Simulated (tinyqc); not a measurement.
Metal-interlayer-semiconductor contact, depinning against tunnelling resistance: one step of the calculation.

Zero bias, n-type semiconductor. Gap states at the semiconductor surface thin out as exp(-be ti), which unpins the barrier; electrons must then cross the interlayer (a rectangular barrier, no voltage drop across it) and the parabolic depleted layer, both by WKB. Energies E are counted from the Fermi level; no image force, parabolic bands.

Task. Exponents and integrand on an energy grid. With U = phiB - xi: for xi < E < phiB, y = (E - xi)/U and G1 = (U/E00) [sqrt(1 - y) - y ln((1 + sqrt(1 - y))/sqrt(y))], G1 = 0 above phiB; G2 = 2 ti sqrt(mi max(phiB + dE - E, 0)/C), C = hbar^2/(2 m0); f = 1/(1 + exp(E/Vt)); integrand exp(-G1 - G2) f.

Inputs (values chosen for the exercise); semiconductor values close to those of silicon; interlayer mass of the order of that in zinc oxide, offset chosen freely: temperature T = 300 K; interlayer thickness ti = 0.6 nm; conduction-band offset of the interlayer above the semiconductor dE = 0.14 eV; tunnelling mass in the interlayer mi = 0.3 m0.

Constants: q = 1.602176634e-19 C, kB = 1.380649e-23 J/K, hbar = 1.054571817e-34 J s, m0 = 9.1093837015e-31 kg, Vt = kB T/q, hbar^2/(2 m0) = 0.0380998212 eV nm^2. Results are converted to the units shown.

| point | E (eV) |
|---|---|
| 0 | 0.04 |
| 1 | 0.06538 |
| 2 | 0.09077 |
| 3 | 0.11615 |
| 4 | 0.14154 |
| 5 | 0.16692 |
| 6 | 0.19231 |
| 7 | 0.21769 |
| 8 | 0.24308 |
| 9 | 0.26846 |
| 10 | 0.29385 |
| 11 | 0.31923 |
| 12 | 0.34462 |
| 13 | 0.37 |

phiB = 0.33648236 eV
xi = 0.038812166 eV
E00 = 0.029552854 eV

Give: G1; G2; f; integrand.

Result.

| point | G1 | G2 | f | integrand (1e-6) |
|---|---|---|---|---|
| 0 | 9.914 | 2.225 | 0.1755 | 0.939 |
| 1 | 7.924 | 2.159 | 0.07385 | 3.086 |
| 2 | 6.480 | 2.091 | 0.02900 | 5.491 |
| 3 | 5.278 | 2.021 | 0.01106 | 7.482 |
| 4 | 4.241 | 1.949 | 0.004173 | 8.554 |
| 5 | 3.337 | 1.874 | 0.001567 | 8.556 |
| 6 | 2.546 | 1.795 | 5.876e-4 | 7.651 |
| 7 | 1.858 | 1.713 | 2.202e-4 | 6.194 |
| 8 | 1.266 | 1.627 | 8.249e-5 | 4.570 |
| 9 | 0.771 | 1.536 | 3.091e-5 | 3.078 |
| 10 | 0.375 | 1.439 | 1.158e-5 | 1.887 |
| 11 | 0.095 | 1.335 | 4.337e-6 | 1.038 |
| 12 | 0.000 | 1.223 | 1.624e-6 | 0.478 |
| 13 | 0.000 | 1.099 | 6.085e-7 | 0.203 |

Range of the model: The depletion charge would drop about 0.061 V across such an interlayer (eps_r near 8.5) at ti = 0.6 nm and Nd = 5.8e18 cm^-3, against a band bending of 0.30 V; this model leaves that drop out.

Numbers from tinyqc (`OMP_NUM_THREADS=1 python tinyqc.py 2270065 2270066 out.jsonl`; about 0.03 s on one thread of a shared Intel Xeon 2.30GHz).
